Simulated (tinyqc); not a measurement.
Global model of a low-pressure process discharge: electron temperature, density, ion flux and ion energy: one step, computed by the program tinyqc. Command: `OMP_NUM_THREADS=1 python tinyqc.py 3111177 3111178 out.jsonl plasma walk`. One thread of a shared host (Intel(R) Xeon(R) Processor @ 2.30GHz), about 0.01 s of CPU time with the checks.

Maxwellian electrons with temperature T_e in eV, one positive ion, no negative ions, uniform bulk density n; rate constants have the Arrhenius form.

Task: Electron temperature. Particle balance: K0 exp(-E_iz/T_e) n_g d_eff = u_B, u_B = sqrt(e T_e/M). Root found by bracketing.

Inputs (values chosen for the exercise, of the order of those of an inductive discharge in a simple atomic gas): ion mass M = 35.5 u; ionisation prefactor K0 = 6e-14 m^3/s; ionisation energy E_iz = 16.9 eV; gas temperature T_g = 300 K.

gas density n_g = 2.028032e+20 1/m^3

d_eff = 17.54127 cm

Constants: e = 1.602176634e-19 C; u = 1.6605390666e-27 kg.

Give: T_e; Bohm velocity u_B; K_iz.

Result:

T_e = 2.521 eV

Bohm velocity u_B = 2618 m/s

K_iz = 7.358e-17 m^3/s
